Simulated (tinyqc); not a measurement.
Inside a calculation. Model: on-chip power grid, static voltage drop by conjugate gradients.

Computed by the program tinyqc: `OMP_NUM_THREADS=1 python tinyqc.py 2770158 2770159 out.jsonl`, one thread of a shared Intel Xeon 2.30GHz, about 0.09 s for the whole run. Printed values are rounded.

A grid of 4 rows and 3 columns, node k = 3 row + column. Neighbours in a row are joined by Rx, in a column by Ry; pad nodes, which reach the supply through Rp: 0. Each node draws I0, node 5 draws kh I0. The drops u = Vdd - V solve G u = i, with G the conductance matrix (1/Rp added on the diagonal at pad nodes).

Values chosen for this exercise:
```
symbol,value,unit,meaning
Vdd,0.8,V,supply voltage
Rx,1,ohm,resistance of a horizontal segment
Ry,0.38,ohm,resistance of a vertical segment
Rp,0.19,ohm,resistance from a pad node to the supply
I0,11,mA,load current of an ordinary node
kh,3,,factor on the load at the hot node
```

## Diagonal of G, loads and first direction

G_kk = sum of the conductances at node k. Start u = 0, so the residual is r = i; z = r/G_kk (Jacobi preconditioner), p = z.

G_kk (S):
```
         col 0    col 1    col 2
row 0  8.89474  4.63158  3.63158
row 1  6.26316  7.26316  6.26316
row 2  6.26316  7.26316  6.26316
row 3  3.63158  4.63158  3.63158
```

r at the start (mA):
```
       col 0  col 1  col 2
row 0     11     11     11
row 1     11     11     33
row 2     11     11     11
row 3     11     11     11
```

p at the start (mV):
```
         col 0    col 1    col 2
row 0  1.23669    2.375  3.02899
row 1  1.75630  1.51449  5.26891
row 2  1.75630  1.51449  1.75630
row 3  3.02899    2.375  3.02899
```

## Iteration 1: conjugate-gradient step

u at the start (mV):
```
       col 0  col 1  col 2
row 0      0      0      0
row 1      0      0      0
row 2      0      0      0
row 3      0      0      0
```

q = G p; with z = r/G_kk: a = (r.z)/(p.q); u(new) = u + a p; r(new) = r - a q; b = (r.z)(new)/(r.z); p(new) = z(new) + b p.

q (mA):
```
         col 0    col 1     col 2
row 0   4.0032   2.7488   -5.2405
row 1   1.6092  -6.2607   18.8926
row 2  -3.1074  -2.7481  -12.3511
row 3   4.0032   0.9565    4.0032
```

a = 5.14859

u after iteration 1 (mV):
```
         col 0    col 1    col 2
row 0   6.3672  12.2279  15.5950
row 1   9.0425   7.7975  27.1274
row 2   9.0425   7.7975   9.0425
row 3  15.5950  12.2279  15.5950
```

r after iteration 1 (mA):
```
         col 0    col 1     col 2
row 0  -9.6106  -3.1525   37.9814
row 1   2.7148  43.2338  -64.2704
row 2  26.9985  25.1489   74.5905
row 3  -9.6106   6.0753   -9.6106
```

b = 5.75095

p after iteration 1 (mV):
```
         col 0    col 1    col 2
row 0   6.0316  12.9778  27.8782
row 1  10.5339  14.6623  20.0396
row 2  14.4111  12.1723  22.0098
row 3  14.7732  14.9702  14.7732
```

## Iteration 2: conjugate-gradient step

As before.

q (mA):
```
         col 0     col 1     col 2
row 0  12.9514  -12.3868   35.5283
row 1  -2.4837    9.7363  -20.4355
row 2  11.4892  -25.9917   34.0662
row 3   0.7558    7.7570  -19.2409
```

a = 2.34494

u after iteration 2 (mV):
```
         col 0    col 1    col 2
row 0  20.5111  42.6602  80.9678
row 1  33.7438  42.1797  74.1191
row 2  42.8357  36.3409  60.6543
row 3  50.2372  47.3322  50.2372
```

r after iteration 2 (mA):
```
          col 0     col 1     col 2
row 0  -39.9808   25.8938  -45.3305
row 1    8.5389   20.4028  -16.3503
row 2    0.0569   86.0981   -5.2928
row 3  -11.3828  -12.1145   35.5082
```

b = 0.985129

p after iteration 2 (mV):
```
         col 0    col 1    col 2
row 0   1.4471  18.3756  14.9813
row 1  11.7406  17.2533  17.1310
row 2  14.2059  23.8454  20.8374
row 3  11.4191  12.1320  24.3311
```

## Course of the conjugate-gradient iteration

Stop when |r| is below 1e-9 mA.

Course of the iteration:
```
iteration  largest u (mV)  |r| (mA)
1                 27.1274       121
2                 80.9678       119
3                 105.932      87.0
4                 113.273      40.9
5                 112.634      19.9
6                 112.147      12.2
7                 111.798      5.23
8                 111.680      2.31
9                 111.547     0.878
10                111.399     0.326
11                111.351    0.0876
12                111.356   < 1e-10
```

Converged in 12 iterations for 12 unknowns; in exact arithmetic the method needs at most 12. The condition number of the scaled matrix is 77.0. Gauss-Seidel sweeps in node order need 476 to reach the same residual.

## Worst drop, pad currents and power lost

converged u (mV):
```
        col 0    col 1    col 2
row 0  29.260   83.562  106.659
row 1  62.965   91.240  111.255
row 2  81.746   97.877  110.918
row 3  90.217  101.508  111.356
```

Pad current u/Rp; worst drop as a share of Vdd; power lost in the grid and pads sum_k i_k u_k; power delivered sum_k i_k (Vdd - u_k).

worst drop = 111.356 mV
share of Vdd = 13.9195 %
pad currents (mA): node 0 154
power lost = 14.3118 mW
power delivered = 108.888 mW

The pad currents add up to the total load, 154.0 mA. The worst drop is at node 11, not at the hot node.
